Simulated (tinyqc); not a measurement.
What each parameter does: parabolic quantum dot in a magnetic field (Fock-Darwin).

Two dimensions, V = m w0^2 r^2/2, one valley. hbar wc = 2 muB B/m, W = sqrt(w0^2 + wc^2/4), E(n, l, s) = (2n + |l| + 1) hbar W - l hbar wc/2 + s gs muB B, n = 0, 1, ..., l = 0, +/-1, ..., s = +/-1/2; length lam = sqrt(2c/(m hbar W)), c = hbar^2/2m0.

Exact treatment: the centre of mass separates with energy W, and the relative motion obeys [-(2c/m) Laplacian + (2c/m) r^2/(2 lam^2)^2 + q/(eps r)] psi = e_l psi for angular number l, solved in 14 Gaussians r^l exp(-a r^2), a = 1.7^i/(4 lam^2), i = -3 to 10. E(S) = W + e_0, E(T) = W + e_1 - wc/2 - Ez.

Constants: muB = 5.788381798e-05 eV/T; hbar^2/2m0 = 3.80998211 eV angstrom^2; e^2/(4 pi eps0) = 14.39964547 eV angstrom.

Parameters, chosen for this exercise (near those of a gate-defined dot in InAs; not measured data):
- m = 0.031 m0 (mass)
- gs = -8.3 (g factor)
- w0 = 1.4 meV (confinement energy hbar w0)
- B = 0.17 T (magnetic field)
- eps = 15.3 (dielectric constant)

The two modes W +/- wc/2, lam and the exact E(T) - E(S), with q = e^2/(4 pi eps0) and Ez = |gs| muB B.

One parameter was then changed.

Results before and after:
```
case     upper mode (meV)  lower mode (meV)  lam (angstrom)  E(T) - E(S) (meV)
base                1.753             1.118           413.8               0.29
changed             2.096             1.461           371.8               0.50
```

Which of these changes was made? (a) eps = 13; (b) B = 0.1 T; (c) m = 0.0356 m0; (d) gs = -12.45; (e) w0 = 1.75 meV.

Answer: (e) w0 = 1.75 meV. Of the candidates, run in turn, only this one gives the changed row.

All candidates:
```
case           upper mode (meV)  lower mode (meV)  lam (angstrom)  E(T) - E(S) (meV)
base                      1.753             1.118           413.8               0.29
B = 0.1 T                 1.599             1.226           417.2               0.44
w0 = 1.75 meV             2.096             1.461           371.8               0.50
m = 0.0356 m0             1.703             1.151           387.3               0.30
gs = -12.45               1.753             1.118           413.8               0.25
eps = 13                  1.753             1.118           413.8               0.23
```

(tinyqc, `OMP_NUM_THREADS=1 python tinyqc.py 1251456 1251457 out.jsonl`, Intel(R) Xeon(R) Processor @ 2.30GHz, 1 thread, shared host, about 0.04 s.)
